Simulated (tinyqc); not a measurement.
# Worked calculation: MOS inversion layer, Poisson-Schroedinger loop

Numbers from tinyqc (`OMP_NUM_THREADS=1 python tinyqc.py 2160155 2160156 out.jsonl`; about 0.5 s on one thread of a shared Intel Xeon 2.30GHz). Printed values are rounded.

Electrons confined at an insulator interface at z = 0, treated as a hard wall; parabolic valleys, Hartree approximation, no image or exchange terms. The depletion charge lies far deeper than the electrons and gives a uniform field q Nd/(eps0 eps_r); the gate balances all charge. Energies are counted from the band edge at the interface.

Parameters, values chosen for the exercise; masses and permittivity close to those of gallium nitride: temperature T = 200 K; relative permittivity eps_r = 9.42; mass along z of valley set A (1 valley(s)) mz1 = 0.204 m0; in-plane density-of-states mass of set A md1 = 0.198 m0; sheet density of electrons Ns = 1.9e12 cm^-2; sheet density of depletion charge Nd = 2.7e12 cm^-2; mesh step hz = 0.65 nm; mixing factor a = 0.5.

Constants: q = 1.602176634e-19 C, kB = 1.380649e-23 J/K, hbar = 1.054571817e-34 J s, m0 = 9.1093837015e-31 kg, Vt = kB T/q, eps0 = 8.8541878128e-14 F/cm where lengths are in cm, hbar^2/(2 m0) = 0.0380998212 eV nm^2. Results are converted to the units shown.

## Fixed part of the potential

z, node 1 to 16 (nm): 0.65  1.3  1.95  2.6  3.25  3.9  4.55  5.2  5.85  6.5  7.15  7.8  8.45  9.1  9.75  10.4

V0 = q Nd z/(eps0 eps_r) in eV.

fixed potential V0, node 1 to 16 (eV): 0.033712  0.067425  0.101137  0.134849  0.168561  0.202274  0.235986  0.269698  0.303410  0.337123  0.370835  0.404547  0.438259  0.471972  0.505684  0.539396

## Round 1: levels and probability densities

self-consistent potential U at the start, node 1 to 16 (eV): 0  0  0  0  0  0  0  0  0  0  0  0  0  0  0  0

Tridiagonal Hamiltonian with psi = 0 one step beyond both ends: H_ii = C (1/m_(i-1/2) + 1/m_(i+1/2))/hz^2 + V0_i + U_i, H_(i,i+1) = -C/(m_(i+1/2) hz^2), C = hbar^2/(2 m0). The lowest 2 level(s) are kept, normalised to hz sum |psi|^2 = 1. The mass is the same on all intervals.

levels (eV): A1 0.184565, A2 0.320896

```
node	|psi|^2 of A1 (1/nm)	|psi|^2 of A2 (1/nm)
1	0.109050	0.102811
2	0.300040	0.187464
3	0.384570	0.088228
4	0.331171	0.000180
5	0.217239	0.076082
6	0.115484	0.220930
7	0.051612	0.289554
8	0.019871	0.252818
9	0.006706	0.167513
10	0.002010	0.089740
11	0.000541	0.040340
12	0.000132	0.015580
13	0.000029	0.005243
14	0.000006	0.001539
15	0.000001	0.000378
16	0.000000	0.000061
```

## Round 1: Fermi level and occupations

Level k holds N_k = D_k Vt ln(1 + exp((EF - E_k)/Vt)) with D = md1 m0 q/(pi hbar^2) per eV (spin included); EF is fixed by sum N_k = Ns.

EF = 0.202237 eV
N_k (cm^-2): A1 1.89854e12, A2 1.45769e9

## Round 1: density, output potential and mixing

n_i = sum_k N_k |psi_k|^2 (converted to cm^-3). Hartree part by Gauss: on the interval before node i the electrons still beyond are S_i = Ns - hz sum_(j<i) n_j, and U_i = U_(i-1) + q S_i hz/(eps0 eps_r) in eV, U_0 = 0 at the interface. Mixing: U(new) = U + a (U(out) - U).

```
node	n (1e18 cm^-3)	U(out) (eV)	U after round 1 (eV)
1	2.07185	0.0237234	0.0118617
2	5.69913	0.0457654	0.0228827
3	7.30252	0.0631820	0.0315910
4	6.28743	0.0746719	0.0373359
5	4.12548	0.0810590	0.0405295
6	2.19573	0.0840979	0.0420489
7	0.98409	0.0853548	0.0426774
8	0.38094	0.0858129	0.0429065
9	0.12976	0.0859619	0.0429810
10	0.03947	0.0860056	0.0430028
11	0.01085	0.0860173	0.0430087
12	0.00273	0.0860202	0.0430101
13	0.00063	0.0860208	0.0430104
14	0.00013	0.0860209	0.0430105
15	0.00003	0.0860210	0.0430105
16	0.00000	0.0860210	0.0430105
```

## Course of the self-consistent loop

Start from U = 0. Stop when the largest |U(out) - U| is below 1e-7 eV, or after 120 rounds.

Course of the iteration:
```
round	level A1 (eV)	EF (eV)	largest |U(out) - U| (eV)
1	0.184565	0.202237	0.0860
2	0.216527	0.234205	0.0392
3	0.231477	0.249157	0.0180
4	0.238582	0.256263	8.36e-3
5	0.241988	0.259670	3.91e-3
6	0.243630	0.261311	1.85e-3
7	0.244424	0.262106	8.83e-4
8	0.244810	0.262491	4.27e-4
9	0.244997	0.262679	2.07e-4
...	...	...	...
12	0.245156	0.262837	2.39e-5
13	0.245167	0.262848	1.18e-5
14	0.245172	0.262853	5.81e-6
15	0.245175	0.262856	2.87e-6
16	0.245176	0.262857	1.42e-6
17	0.245176	0.262858	7.03e-7
18	0.245177	0.262858	3.48e-7
19	0.245177	0.262858	1.73e-7
20	0.245177	0.262859	8.56e-8
```

Converged in 20 rounds. Towards the end the residual shrinks by a factor of about 0.50 a round.

## Converged levels, occupations and centroid

converged U, node 1 to 16 (eV): 0.0237234  0.0452314  0.0612425  0.0710151  0.0760216  0.0782234  0.0790696  0.0793577  0.0794456  0.0794699  0.0794760  0.0794775  0.0794778  0.0794778  0.0794778  0.0794778

Solve for the levels with V0 + U, find EF, n_i = sum_k N_k |psi_k|^2 (in cm^-3); share of each level N_k/Ns; centroid sum n z/sum n.

levels (eV): A1 0.245177, A2 0.390982
EF = 0.262859 eV
shares (%): A1 99.9557, A2 0.0443
n, node 1 to 16 (in units of 1e18 cm^-3): 2.72973  6.77302  7.68675  5.87251  3.45579  1.67040  0.68757  0.24666  0.07841  0.02238  0.00580  0.00138  0.00030  0.00006  0.00001  0.00000
centroid = 2.17762 nm

An 800-node mesh to 18 nm with 8 levels a set gives A1 = 0.2472 eV, EF = 0.2649 eV and a centroid of 2.213 nm; the levels kept above hold 100 % of the electrons there. The coarse centroid is 1.6 % below the fine one.

## Closed-form estimates

Triangular well: E_k = a_k (C F^2/mz)^(1/3), a_1 = 2.338107, a_2 = 4.087949, C = hbar^2/(2 m0), F in eV/nm. Fang-Howard (all electrons in the lowest level of set A): b^3 = 6 (mz1/C) q (Nd + 11 Ns/32)/(eps0 eps_r), centroid 3/b, level C b^2/(4 mz1) + (3/b) q (Nd + 11 Ns/16)/(eps0 eps_r). Use F = q (Nd + Ns)/(eps0 eps_r), the surface field, and F = q (Nd + Ns/2)/(eps0 eps_r).

A1 with the surface field = 0.265140 eV
A1 with Nd + Ns/2 = 0.227247 eV
A2 with Nd + Ns/2 = 0.397319 eV
b = 1.27430 1/nm
Fang-Howard centroid = 2.35423 nm
Fang-Howard level = 0.256994 eV

Against the self-consistent A1 = 0.2472 eV on a fine mesh, the surface-field estimate is 7.3 % above it, the half-charge one 8.1 % below it and Fang-Howard 4.0 % above it. A1 holds 100 % of the electrons, and the Fang-Howard centroid is 6.4 % above the full one.
